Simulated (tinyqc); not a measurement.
Hubbard chain of 4 sites, step by step. Computed by tinyqc, a small Python program that keeps every step. Settings: hopping = 0.56, U = 3.5, mixing = 1, iteration cap = 78. Command: `OMP_NUM_THREADS=1 python tinyqc.py 25317 25318 out.jsonl` (the two numbers bound the seeds that draw the settings). One thread of a shared host (Intel(R) Xeon(R) Processor @ 2.60GHz), about 0.2 s of CPU time with the checks. Later iterations appear only in the table of the cycle.

## Mean-field iteration 1

one-body matrix (hopping and site energies) (eV), lower triangle:
```
           1          2          3          4
1   0.230000
2  -0.560000  -0.680000
3   0.000000  -0.560000   0.250000
4   0.000000   0.000000  -0.560000  -0.320000
```

U = 3.500000 eV

electrons, up and down: 2  2

mixing = 1

n(up) at the start (a guess, not normalised): 1 0.950000, 2 0.050000, 3 0.950000, 4 0.050000

n(down) at the start (a guess): 1 0.050000, 2 0.950000, 3 0.050000, 4 0.950000

H(up) = T + U n(down), H(down) = T + U n(up); fill the lowest levels; n(new) = n + mixing (n(out) - n); E = tr T (rho up + rho down) + U sum n_up n_down of the output.

levels, up (eV): 0.106226  0.364221  2.845097  3.164456

levels, down (eV): -0.665505  -0.212832  3.590998  3.767339

energy = -1.071051 eV

n(up) after iteration 1: 1 0.953387, 2 0.087883, 3 0.921840, 4 0.036889

n(down) after iteration 1: 1 0.017161, 2 0.966846, 3 0.036170, 4 0.979822

## Mean-field iteration 2

As before.

levels, up (eV): 0.045918  0.278508  2.901747  3.253827

levels, down (eV): -0.548260  -0.250468  3.563340  3.715388

energy = -1.072033 eV

n(up) after iteration 2: 1 0.958643, 2 0.080368, 3 0.927452, 4 0.033537

n(down) after iteration 2: 1 0.018088, 2 0.964174, 3 0.038376, 4 0.979361

## Convergence

Each step fills the lowest levels of T + U n(other spin) and sets n(new) = n + mixing (n(out) - n); stop when output and input agree to 1e-8.

Course of the cycle:

| iteration | E (eV) | largest \|n(out) - n(in)\| | mean \|n_up - n_down\| |
|---|---|---|---|
| 1 | -1.07105063 | 3.79e-02 | 0.910948 |
| 2 | -1.07203291 | 7.52e-03 | 0.914815 |
| 3 | -1.07205666 | 7.46e-04 | 0.914868 |
| 4 | -1.07205731 | 2.17e-04 | 0.914963 |
| 5 | -1.07205733 | 1.97e-05 | 0.914964 |
| 6 | -1.07205733 | 5.88e-06 | 0.914967 |
| 7 | -1.07205733 | 5.33e-07 | 0.914967 |
| 8 | -1.07205733 | 1.61e-07 | 0.914967 |
| 9 | -1.07205733 | 1.47e-08 | 0.914967 |
| 10 | -1.07205733 | 4.41e-09 | 0.914967 |

local moments n_up - n_down: 1 0.940662, 2 -0.883933, 3 0.889272, 4 -0.946001

Converged in 10 iterations. Before convergence this energy mixes input and output and is not variational, so it may rise towards its limit.

## Exact diagonalisation (36 states)

Lowest levels of the sector, and the double occupancy of the lowest state.

lowest levels (eV): -1.324243  -1.103778  -0.867176  -0.756232  -0.628552  -0.520000

double occupancy per site = 0.051210

The mean-field solution above lies 0.2522 eV above the exact energy.

## The lowest level by Lanczos steps

From a random start vector (not printed): a_j = <q_j|H|q_j>, b_j = norm of the remainder after orthogonalising; the Ritz value is the lowest eigenvalue of the tridiagonal matrix of a and b so far.

Lanczos:

| j | a_j (eV) | b_j (eV) | lowest Ritz value (eV) |
|---|---|---|---|
| 1 | 2.487957 | 2.507341 | 2.48795733 |
| 2 | 3.031455 | 3.285391 | 0.23768212 |
| 3 | 3.865545 | 2.114472 | -0.99461850 |
| 4 | 4.404692 | 2.226715 | -1.20108808 |
| 5 | 4.563119 | 2.471190 | -1.24090556 |
| 6 | 2.092248 | 2.204125 | -1.26382248 |
| 7 | 2.546361 | 1.757291 | -1.29447152 |
| 8 | 3.857443 | 1.472352 | -1.31000704 |
| 9 | 2.058798 | 2.501780 | -1.31343675 |
| 10 | 2.606915 | 2.041885 | -1.31804148 |
